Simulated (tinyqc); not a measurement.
# Vibrations of a mass or spring defect in a linear chain, step by step

A worked calculation. Computed by tinyqc, a small Python program that keeps every step. Command: `OMP_NUM_THREADS=1 python tinyqc.py 3006754 3006755 out.jsonl localmode walk`. One thread of a shared host (Intel(R) Xeon(R) Processor @ 2.30GHz), about 0.01 s of CPU time with the checks. Intermediate numbers are printed to about 6 digits and carried at full precision; extremes and crossings named in words are read from the listed rows.

A ring of N atoms with nearest-neighbour springs k and motion along the chain. Atom 1 is the defect, of mass M', and its two springs are k'. All other atoms have the mass M.

Inputs (values chosen for the exercise, for a model chain):
```
quantity                         value           unit
spring constant k                 12.4  eV/angstrom^2
host mass M                        120              u
defect mass M'                      48              u
spring ratio k'/k at the defect      1              -
atoms in the ring N                  6              -
isotope mass step                    2              u
```

Host: monatomic.

Constants: nu for 1 eV/(angstrom^2 u) = 15.6333042 THz.

## Band edges of the host

Host band: lambda from 0 to 4k/M. nu = 15.6333042 THz x sqrt(lambda), lambda in eV/(angstrom^2 u).

band edges (THz): 0.0000  10.0508

## Dynamical matrix of the ring

D_ii = (sum of the two springs at i)/M_i, D_ij = -k_ij/sqrt(M_i M_j) for neighbours, closed into a ring.

D (eV/(angstrom^2 u)):
```
           1          2          3          4          5          6
1   0.516667  -0.163384   0.000000   0.000000   0.000000  -0.163384
2  -0.163384   0.206667  -0.103333   0.000000   0.000000   0.000000
3   0.000000  -0.103333   0.206667  -0.103333   0.000000   0.000000
4   0.000000   0.000000  -0.103333   0.206667  -0.103333   0.000000
5   0.000000   0.000000   0.000000  -0.103333   0.206667  -0.103333
6  -0.163384   0.000000   0.000000   0.000000  -0.103333   0.206667
```

## Frequencies of the ring

Diagonalise D and leave out the zero eigenvalue of the uniform shift.

nonzero frequencies (THz): 5.0254  5.5658  8.7043  9.4285  12.5669

1 mode(s) lie outside the host bands, at 12.567 THz.

## The highest mode of a long ring

The same matrix for 120 atoms; amplitudes are the mass-weighted eigenvector, in size, relative to the defect, for the highest mode; its weight is the squared component of the normalised eigenvector on the defect.

highest frequency, long ring = 12.5635 THz

weight of the highest mode on the defect = 0.75

amplitudes on atoms 1 to 8: 1.00000e+00  3.95285e-01  9.88212e-02  2.47053e-02  6.17632e-03  1.54408e-03  3.86020e-04  9.65051e-05

ratio to the top of the host band = 1.25

A local mode: it lies 25.0 % above the host band and its amplitude falls by a factor 16.00 every two atoms beyond the first neighbour.

## Closed form for a light mass defect

With eps = 1 - M'/M and unchanged springs, the Green-function condition of the infinite chain gives nu = nu_max/sqrt(1 - eps^2), with nu_max the upper band edge, and the displacement alternates in sign and falls by (1 - eps)/(1 + eps) an atom.

eps = 0.6

local-mode frequency = 12.5635 THz

decay factor per atom = 0.25

## Convergence with the size of the ring

The formulas are those given above.

Highest mode:
```
N    frequency (THz)  weight on the defect  modes outside the bands
4            12.6164              0.726684                        1
6            12.5669              0.747054                        1
8            12.5637              0.749728                        1
12           12.5635              0.749998                        1
20           12.5635              0.750000                        1
40           12.5635              0.750000                        1
80           12.5635              0.750000                        1
120          12.5635              0.750000                        1
```

The local mode is within 0.01 % of its final value from N = 8 on, and its weight on the defect settles at 0.750: a bound mode needs only a cell larger than its decay length.

## Isotope shift of the local mode

Raise M' by the isotope step in the 120-atom ring. First order, good only for a step much smaller than M': Delta nu/nu = -(1/2) (weight on the defect) Delta M'/M'; a defect vibrating against fixed neighbours would give sqrt(M'/(M' + step)) - 1.

shift, exact = -1.50608 %

shift, first order = -1.5625 %

shift, fixed neighbours = -2.02041 %

The shift is 75 % of the fixed-neighbour value; all other atoms together carry 25 % of the kinetic energy of the mode.

Checks made by the program: closed form against the long ring (relative difference below 1e-10).
